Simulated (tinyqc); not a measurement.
# Saturation velocity and mobility from two gate lengths

Inverse problem. Isat = Cox vsat Vg (x - 1)/(x + 1) per width, x = sqrt(1 + 2 mu Vg/(m vsat L)), with no series resistance and the same overdrive Vg and mu at both lengths. Find vsat and mu.

Inputs (values chosen for the exercise): gate capacitance Cox = 0.78 uF/cm^2; body factor m = 1.1.

Vg = 0.76 V
Isat at L = 0.07 and 0.21 um (uA/um): [137.20951, 63.921294]

Answer. The ratio of the currents depends on c = 2 mu Vg/(m vsat) alone and falls steadily from L2/L1 to 1 as c grows, so it fixes c; either current then gives vsat.

vsat = 9.100e6 cm/s
mu = 84.36 cm^2/(V s)

Computed by the program tinyqc: `OMP_NUM_THREADS=1 python tinyqc.py 2500041 2500042 out.jsonl`, one thread of a shared Intel Xeon 2.30GHz, about 0.01 s for the whole run.
